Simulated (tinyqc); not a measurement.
Comparisons within one model: temperature and isotope dependence of a band gap in oscillator models. A value that a table varies takes the place of the one given here.

E(T) = E0 - sum_i sl_i th_i n_i(T), n = 1/(exp(th/T) - 1). The same coupling lowers the gap at 0 K by the zero-point term ZP = sum_i sl_i th_i/2, so the gap of the static lattice is E0 + ZP. Thermal expansion is taken as part of the slopes.

Two-parameter forms are made to pass through the falls at the two temperatures T12: Varshni aV T^2/(T + bV), from the line T^2/fall = (T + bV)/aV; one oscillator s1 t1/(exp(t1/T) - 1), with t1 from the ratio of the falls.

Constants: kB = 8.617333262e-05 eV/K; hbar^2/2m0 = 3.80998211 eV angstrom^2.

Inputs chosen for the exercise (near those of AlN; shifted at random, so the results belong to these values and not to a real crystal):
- E0 = 6.144 eV (gap at 0 K)
- th = (336, 936) K (temperatures of two oscillators)
- sl = (0.3081, 0.4819) meV/K (their high-temperature slopes)
- T12 = (740, 1870) K (temperatures of the fits)
- mm = 0.98 m0 (geometric mean of the density-of-states masses)
- T = 500 K (temperature)

## How far the fits carry

Falls of the gap from E0, and errors of the two fits against the model.

Results:

| T (K) | fall (meV) | Varshni - model (meV) | one oscillator - model (meV) | fall/ZP |
|---|---|---|---|---|
| 20 | 0.00 | 0.59 | 0.00 | 0.000 |
| 50 | 0.13 | 3.36 | -0.12 | 0.000 |
| 100 | 3.76 | 9.12 | -3.10 | 0.014 |
| 200 | 27.94 | 16.80 | -8.61 | 0.101 |
| 300 | 70.97 | 17.95 | -7.46 | 0.256 |
| 400 | 126.72 | 14.84 | -5.03 | 0.457 |
| 600 | 257.91 | 5.58 | -1.42 | 0.930 |
| 800 | 401.33 | -1.93 | 0.41 | 1.447 |

Below the first fit point the largest errors are +17.95 meV (Varshni, 300 K, on a fall of 70.97 meV) and -8.61 meV (one oscillator, 200 K); a T^2 law cannot freeze out; a single oscillator misses the soft modes. No row lies well beyond the second fit point, so the table does not test extrapolation to high T. The thermal fall equals ZP between 600 and 800 K.

## What the shift does to the intrinsic density

ni = 2 (mm kT/(4 pi c))^(3/2) exp(-E/2kT), c = hbar^2/2m0, with E(T) and with E0; 1 angstrom^-3 = 1e24 cm^-3. Apparent gap from an Arrhenius plot of ni/T^(3/2): E(T) - T dE/dT, dE/dT = -sum sl_i (th_i/T)^2 n_i (1 + n_i).

Results:

| T (K) | E(T) (eV) | ni (cm^-3) | ni with E(T) / ni with E0 | apparent gap (eV) |
|---|---|---|---|---|
| 200 | 6.1161 | 1.16e-58 | 2.249 | 6.1850 |
| 250 | 6.0965 | 6.56e-43 | 3.008 | 6.2049 |
| 300 | 6.0730 | 2.37e-32 | 3.946 | 6.2244 |
| 350 | 6.0464 | 9.01e-25 | 5.046 | 6.2422 |
| 400 | 6.0173 | 4.64e-19 | 6.285 | 6.2580 |
| 500 | 5.9540 | 5.16e-11 | 9.073 | 6.2837 |
| 700 | 5.8153 | 0.101 | 15.245 | 6.3182 |

Using E0 in place of E(T) understates ni by a factor that rises from 2.25 to 15.24, towards exp(sum sl/2kB) = 97.9. The slope of an Arrhenius plot returns neither E(T) nor E0 but the intercept of the tangent, 6.2244 eV at 300 K, which lies 80 meV above E0 and tends to the static gap 6.4213 eV.

## What each parameter does

Gap at T, slope -sum sl_i (th_i/T)^2 n_i (1 + n_i) and ZP. Each row changes one parameter from the base and keeps the others.

Results:

| case | E(T) (eV) | dE/dT (meV/K) | ZP (meV) |
|---|---|---|---|
| base | 5.9540 | -0.6595 | 277.29 |
| T = 540 K | 5.9272 | -0.6758 | 277.29 |
| E0 = 6.154 eV | 5.9640 | -0.6595 | 277.29 |
| th = (336, 1123) K | 5.9719 | -0.6185 | 322.35 |
| sl = (0.4005, 0.4819) meV/K | 5.9216 | -0.7485 | 292.81 |

The largest shifts from the base row, up to three for each result and ties (the steps differ in size, so this ranks the rows, not the parameters). E(T) (eV): sl -0.0324, T -0.0267, th +0.0179. dE/dT (meV/K): sl -0.0890, th +0.0410, T -0.0162; unchanged at the printed digits by E0. ZP (meV): th +45.06, sl +15.52; unchanged at the printed digits by T and E0.

Run: tinyqc, `OMP_NUM_THREADS=1 python tinyqc.py 1850458 1850459 out.jsonl`; Intel(R) Xeon(R) Processor @ 2.30GHz, one thread, shared host; about 0.01 s of CPU time with all checks.
